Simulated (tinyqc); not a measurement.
Worked calculation: MP2 on RHF in the sto-6g basis, for H3-, spin multiplicity 1. The basis has no diffuse functions, so it cannot describe the extra electron: this is an exercise in the method, not the real anion. One step of it, computed by the program tinyqc.

Task: Second-order Moller-Plesset energy. E2 = sum_ijab (ia|jb) [2 (ia|jb) - (ib|ja)] / (e_i + e_j - e_a - e_b) over occupied i, j and virtual a, b; the opposite-spin part is (ia|jb)^2 / denominator, the rest is same-spin, and SCS-MP2 scales them by 6/5 and 1/3.

orbital energies (hartree): [-0.132125, 0.169431, 0.923278]

Two-electron integrals over orbitals (pq|rs), unique and non-zero (hartree):
```
(11|11) 0.519657    (21|21) 0.162006    (22|11) 0.457995    (22|22) 0.513512
(31|11) 0.077184    (31|22) -0.050086   (31|31) 0.141620    (32|21) -0.144925
(32|32) 0.146738    (33|11) 0.542384    (33|22) 0.475961    (33|31) 0.091940
(33|33) 0.593253
```

Hartree-Fock energy = -1.32507093 hartree

Give: Terms; Pair energies; MP2 correlation energy; SCS-MP2 correlation energy; MP2 total energy.

Result:

Terms:
```
i  j  a  b  (ia|jb)  (ib|ja)  denominator     term
2  2  3  3   0.1467   0.1467      -1.5077  -0.0143
1  1  3  3   0.1416   0.1416      -2.1108  -0.0095
```

Pair energies (hartree; pair i-j sums ij and ji):
```
pair  opposite spin  same spin
1-1         -0.0095     0.0000
2-2         -0.0143     0.0000
```

MP2 correlation energy = -0.023783 hartree

SCS-MP2 correlation energy = -0.028540 hartree

MP2 total energy = -1.348854 hartree
